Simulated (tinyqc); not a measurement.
UHF in the sto-6g basis, for H4, spin multiplicity 3, step by step. This run ends on a higher stationary point, not on the lowest solution. One step of it, computed by the program tinyqc.

Task: Orthogonalisation. S = U s U^T; canonical form X = U s^(-1/2), so that X^T S X = 1. Each column of U has its largest component positive (the first on a tie).

overlap S, lower triangle:
```
          1H 1s     2H 1s     3H 1s     4H 1s
1H 1s  1.000000
2H 1s  0.598875  1.000000
3H 1s  0.081192  0.293832  1.000000
4H 1s  0.019008  0.081192  0.598875  1.000000
```

Give: eigenvalues of S; X.

Result:

eigenvalues of S: 0.308  0.463  1.379  1.850

X:
```
            1       2       3      4
1H 1s  -0.777   0.805   0.477  0.329
2H 1s   1.010  -0.658   0.367  0.402
3H 1s  -1.010  -0.658  -0.367  0.402
4H 1s   0.777   0.805  -0.477  0.329
```
